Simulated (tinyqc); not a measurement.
Field-effect mobility of a thin-film transistor with band-tail and deep states (multiple trapping): one step, computed by the program tinyqc. Command: `OMP_NUM_THREADS=1 python tinyqc.py 3016285 3016286 out.jsonl tft walk`. One thread of a shared host (Intel(R) Xeon(R) Processor @ 2.30GHz), about 0.06 s of CPU time with the checks.

A thick film in accumulation at small drain voltage. Only free electrons move; trapped ones still screen the gate. N_c and mu_0 are held fixed when T changes, leaving out the T^(3/2) growth of N_c. x = E_0 - psi is the distance of the Fermi level below the band edge.

Problem. Free and trapped densities. F_j(eta) = int_0^infinity x^j/(1 + exp(x - eta)) dx, without a gamma-function factor. Integrals over x = E/(k_B T) use 160 Gauss-Legendre points in u = sqrt(x) from 0 to sqrt(max(eta, 0) + 32). Free n(x) = N_c (2/sqrt(pi)) F_1/2(-x/k_B T), with F_1/2 from its two-term series in exp(-x/k_B T) for x >= 12 k_B T; tail n_t(x) = int_0^1.2eV g_t exp(-E/E_t)/(1 + exp((x - E)/k_B T)) dE, E counted down from the edge, 120 Gauss-Legendre points; deep charge g_d psi; space charge rho(psi) = n + n_t + g_d psi less its value at psi = 0.

Inputs (values chosen for the exercise, modelled on amorphous In2O3):
```
quantity                           value         unit
effective density of states N_c  4.2e+18       1/cm^3
tail density at the edge g_t     1.7e+19  1/(eV cm^3)
tail width E_t                        16          meV
temperature T                        300            K
```

Deep states: included.

Constants: k_B = 8.617333262e-05 eV/K.

Give: Local densities at x = 0.4, 0.3, 0.2, 0.15, 0.1, 0.05, 0 and -0.05 eV.

Solution.

Local densities at x = 0.4, 0.3, 0.2, 0.15, 0.1, 0.05, 0 and -0.05 eV:
```
x (eV)  n (1/cm^3)  n_t (1/cm^3)  n/(n + n_t)
0.40     8.008e+11     1.361e+11       0.8548
0.30     3.832e+13     6.502e+12       0.8549
0.20     1.834e+15     3.064e+14       0.8568
0.15     1.267e+16     2.041e+15       0.8613
0.10     8.712e+16     1.256e+16       0.8740
0.05     5.783e+17     6.128e+16       0.9042
0.00     3.214e+18     1.729e+17       0.9490
-0.05    1.146e+19     2.500e+17       0.9786
```

E_t/k_B T = 0.62: the tail is narrower than about k_B T, so deep in the gap n_t roughly follows n, and the free share changes far less than n does.
